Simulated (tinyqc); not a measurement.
Which roughness does what: X-ray reflectivity of a thin film on silicon: critical angles, Parratt recursion, fringes and roughness. Computed by tinyqc, a small Python program. Command: `OMP_NUM_THREADS=1 python tinyqc.py 3120367 3120368 out.jsonl xrr walk`. One thread of a shared host (Intel(R) Xeon(R) Processor @ 2.30GHz), about 0.01 s of CPU time with the checks.

n = 1 - delta + i beta; the classical electron radius is r_e = 2.8179403e-6 nm. Layer 0 is vacuum, 1 the film, 2 the substrate.

Inputs (values chosen for the exercise, modelled on TaN on silicon, copper K-alpha radiation):
```
quantity                                        value     unit
wavelength lambda                             0.15406       nm
film density rho                                 13.9   g/cm^3
effective electrons per unit mass, film         0.409    mol/g
beta/delta, film                                0.077        -
film thickness d                                 27.5       nm
roughness of the surface sigma_1                 0.44       nm
roughness of the interface sigma_2               0.32       nm
substrate density                                2.33   g/cm^3
effective electrons per unit mass, substrate    0.507    mol/g
beta/delta, substrate                           0.023        -
grazing angle theta                              1.33  degrees
```

Constants: N_A = 6.02214076e+23 1/mol.

Method:
- delta = r_e lambda^2 rho_e/(2 pi), rho_e = density x electrons per mass x N_A; critical angle sqrt(2 delta), q_c = 4 sqrt(pi r_e rho_e).
- k_j = (2 pi/lambda) sqrt(sin^2 theta - 2 delta_j + 2 i beta_j); r_ij = (k_i - k_j)/(k_i + k_j) x exp(-2 k_i k_j sigma^2) (Nevot-Croce); r = (r_01 + r_12 p)/(1 + r_01 r_12 p), p = exp(2 i k_1 d); R = |r|^2.
- Far above the critical angle the period is d theta = lambda/(2 d), or 2 pi/d in q; the envelope runs between (|r_01| - |r_12 p|)^2 and (|r_01| + |r_12 p|)^2; contrast = 2 a b/(a^2 + b^2) with a = |r_01|, b = |r_12 p|; roughness factors on the amplitudes are about exp(-q^2 sigma^2/2).
- R is averaged over one period above each angle (64 points); contrast = (max - min)/(max + min) of R theta^4 over that period. Cases: smooth; only sigma_1; only sigma_2; both.

period in theta = 0.160491 degrees

Constants:
```
layer      rho_e (1/nm^3)        delta         beta  critical angle (degrees)  q_c (1/nm)
film              3423.65  3.64436e-05  2.80615e-06                  0.489157    0.696378
substrate          711.40  7.57263e-06  1.74170e-07                  0.222977    0.317437
```

Mean R and contrast:
```
theta (degrees)   R smooth  contrast  R, sigma_1  contrast, sigma_1  R, sigma_2  contrast, sigma_2     R, both  contrast, both
0.8              0.0097638   0.82230  7.9863e-03            0.89037  9.5867e-03            0.78824  7.7985e-03         0.86051
1.2              0.0019652   0.87056  1.2938e-03            0.96382  1.8370e-03            0.80387  1.1623e-03         0.91753
1.8              0.0004218   0.91475  2.0042e-04            0.97807  3.5902e-04            0.76244  1.3657e-04         0.99128
2.5              0.0001298   0.93561  4.9109e-05            0.68474  9.8434e-05            0.62397  1.8429e-05         0.97185
3.5              0.0000339   0.94717  1.1675e-05            0.22937  2.3190e-05            0.36780  9.8284e-07         0.74677
```

At 2.5 degrees sigma_1 alone multiplies the mean R by 0.38 and sigma_2 alone by 0.76; the contrast goes from 0.94 (smooth) to 0.68 and 0.62.
